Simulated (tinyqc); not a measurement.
Changing the seed thickness t: electroplating on a thin resistive seed layer: kinetics, Wagner number and the terminal effect across a wafer. Computed by tinyqc, a small Python program. Command: `OMP_NUM_THREADS=1 python tinyqc.py 3121013 3121014 out.jsonl terminal sweep`. One thread of a shared host (Intel(R) Xeon(R) Processor @ 2.30GHz), about 0.05 s of CPU time with the checks.

Current enters the seed at the rim. The bath is treated as a local resistance per area (no lateral flow in the liquid), two electrons per ion, molar volume 7.11 cm^3/mol, Faraday constant F = e N_A, kinematic viscosity 0.01 cm^2/s, omega = 2 pi x rpm/60; k_B T/e is in volts.

Inputs (values chosen for the exercise, of the order of those for copper plating on a thin cobalt or ruthenium seed):
```
quantity                               value         unit
wafer radius R                            15           cm
seed resistivity                          13  microohm cm
bath conductivity kappa                 0.13         S/cm
gap to the anode h                       2.4           cm
extra resistance of a porous plate         0     ohm cm^2
exchange current density i_0            0.25      mA/cm^2
cathodic transfer coefficient alpha     0.78            -
mean current density                     2.8      mA/cm^2
diffusivity of the metal ion         5.9e-06       cm^2/s
metal ion concentration                 0.53        mol/L
rotation rate                             30          rpm
temperature T                            298            K
```

Constants: e = 1.602176634e-19 C; N_A = 6.02214076e+23 1/mol; k_B = 8.617333262e-05 eV/K.

Method:
- Growth rate = i V_m/(2 F). Levich limit i_L = 0.62 x 2 F D^(2/3) omega^(1/2) nu^(-1/6) c. Tafel overpotential eta = (k_B T/(alpha e)) ln(i/i_0); kinetic resistance k_B T/(alpha e i); bath resistance h/kappa + plate; R_s = resistivity/t; Wagner number = kinetic resistance x kappa/R.
- Linearised: with R_t = kinetic + bath resistance the current density obeys (1/r)(r i')' = i R_s/R_t, so i = A I_0(r/l), l = sqrt(R_t/R_s); with x = R/l, edge/centre = I_0(x) and edge/mean = x I_0(x)/(2 I_1(x)).
- Voltage drop in the seed for a uniform current: i R_s R^2/4.
- Full model: seed potential phi(r) with (1/r)(r phi')' = R_s i, where i solves phi = R_b i + (k_B T/(alpha e)) ln(i/i_0) (phi being the driving voltage left at r); phi'(0) = 0 and phi'(R) = R_s i_mean R/2. Solved by collocation to a tolerance of 1e-7.

One run for each value:
```
seed thickness t (nm)  edge over centre, full model  edge over centre, linear  x = R/l  drop for uniform current (mV)
30                                           23.487                    50.258   5.6801                         682.50
55                                            9.952                    13.385   4.1950                         372.27
100                                           4.840                     5.343   3.1111                         204.75
180                                           2.789                     2.870   2.3189                         113.75
330                                           1.867                     1.879   1.7126                          62.05
600                                           1.444                     1.446   1.2701                          34.13
```

Over the rows, edge over centre, full model falls from 23.5 to 1.44 (exponent d ln y / d ln x -1.4 between the first rows and -0.43 between the last); edge over centre, linear falls from 50.3 to 1.45 (exponent d ln y / d ln x -2.2 between the first rows and -0.44 between the last); x = R/l falls from 5.68 to 1.27 (exponent d ln y / d ln x about -0.50 throughout).  Left out: 5.00, 9.10, 17.0 (the centre would hardly plate).
